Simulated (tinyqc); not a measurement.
What each parameter does: k.p values derived from sp3s* tight binding at Gamma.

At Gamma the states are two-level mixtures: s-like S+ (upper) and S- (lower) from [[Esa, Vss], [Vss, Esc]], p-like P- (valence) and P+ from [[Epa, Vxx], [Vxx, Epc]], and the bare s* levels. With real k in 1/angstrom and kz = 0, the phase sums over the four bonds are g0 = 1 - (a k/4)^2/2, g1 = i a kx/4, g3 = -(a/4)^2 kx ky to second order. Each mixture is written (anion, cation) with the anion part positive. c = hbar^2/2m0. No spin-orbit coupling.

Recipe: P = (a/4)(sa pc Vsapc + sc pa Vscpa) between an s and a p state ((a/4) pc Vxapc and (a/4) pa Vpaxc for s*), Ep = P^2/c for S+ to P-; m0/m = [-(a/4)^2 sa sc Vss + sum P^2/(E(S+) - E(P))]/c; L = d0 + F, M = d0 + H1, N = dN + F + H1 with d0 = -(a/4)^2 pa pc Vxx, dN = -2 (a/4)^2 pa pc Vxy, F = sum P^2/(E(P-) - E(s)) over the four s-like states, H1 = Q^2/(E(P-) - E(P+)), Q = (a/4) Vxy (pa p'c - pc p'a); g1 = -(L + 2M)/(3c), g2 = -(L - M)/(6c), g3 = -N/(6c).

Constants: hbar^2/2m0 = 3.80998211 eV angstrom^2.

Parameters, chosen for this exercise (near a published set for GaSb, fitted to gaps, whose masses and valley positions are rough; shifted at random, so the results belong to these values and not to a real crystal): a = 6.102 angstrom (lattice constant); Esa = -7.301 eV (s level of the anion); Epa = 0.851 eV (p level of the anion); Esc = -3.902 eV (s level of the cation); Epc = 2.918 eV (p level of the cation); Exa = 6.636 eV (s* level of the anion); Exc = 6.025 eV (s* level of the cation); Vss = -6.118 eV (s-s); Vxx = 1.579 eV (px-px); Vxy = 4.102 eV (px-py); Vsapc = 4.93 eV (s anion, p cation); Vscpa = 4.687 eV (s cation, p anion); Vxapc = 5 eV (s* anion, p cation); Vpaxc = 4.201 eV (p anion, s* cation).

The recipe applied anew.

One parameter was then changed.

Results before and after:

| case | EG (eV) | Ep (eV) | m (m0) | g1 | g2 | g3 |
|---|---|---|---|---|---|---|
| base | 0.7508 | 13.500 | 0.0624 | 8.033 | 2.857 | 3.415 |
| changed | 0.7179 | 13.417 | 0.0598 | 8.238 | 2.985 | 3.531 |

Which of these changes was made? (a) Vxapc = 5.15 eV; (b) Esa = -7.451 eV; (c) Vxy = 4.252 eV; (d) Exc = 5.875 eV; (e) Epc = 3.068 eV; (f) a = 6.152 angstrom; (g) Vss = -6.268 eV.

Answer: (e) Epc = 3.068 eV. Of the candidates, run in turn, only this one gives the changed row.

All candidates:

| case | EG (eV) | Ep (eV) | m (m0) | g1 | g2 | g3 |
|---|---|---|---|---|---|---|
| base | 0.7508 | 13.500 | 0.0624 | 8.033 | 2.857 | 3.415 |
| Vss = -6.268 eV | 0.8955 | 13.489 | 0.0766 | 7.061 | 2.371 | 2.929 |
| Vxy = 4.252 eV | 0.7508 | 13.500 | 0.0624 | 8.168 | 2.823 | 3.436 |
| Epc = 3.068 eV | 0.7179 | 13.417 | 0.0598 | 8.238 | 2.985 | 3.531 |
| Esa = -7.451 eV | 0.6963 | 13.520 | 0.0572 | 8.513 | 3.097 | 3.655 |
| Vxapc = 5.15 eV | 0.7508 | 13.500 | 0.0624 | 8.044 | 2.862 | 3.420 |
| Exc = 5.875 eV | 0.7508 | 13.500 | 0.0624 | 8.045 | 2.863 | 3.421 |
| a = 6.152 angstrom | 0.7508 | 13.722 | 0.0614 | 8.165 | 2.904 | 3.471 |

Vxapc and Exc act through the s* states, which enter F alone and leave EG, Ep and m.

(tinyqc, `OMP_NUM_THREADS=1 python tinyqc.py 1450469 1450470 out.jsonl`, Intel(R) Xeon(R) Processor @ 2.30GHz, 1 thread, shared host, about 0.01 s.)
